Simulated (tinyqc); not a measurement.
# Coupling ratio and rate constant from the late transient

Inverse problem. Long after the knee a floating-gate cell follows U = Vg - (tox/ag) B/ln(K t). Find K and ag.

Parameters, values chosen for the exercise: tunnel oxide thickness tox = 7.3 nm; control-gate voltage Vg = 12.7 V.

U at t = 0.0008 and 0.08 s (V): 2.1912120  3.7780394
B = 26.837284 V/nm

Solution. 1/(Vg - U) is linear in ln t; the ratio of the two values gives ln(K t_a), and either value gives ag.

K = 2.20e14 1/s
ag = 0.720

Numbers from tinyqc (`OMP_NUM_THREADS=1 python tinyqc.py 2130054 2130055 out.jsonl`; about 0.01 s on one thread of a shared Intel Xeon 2.30GHz).
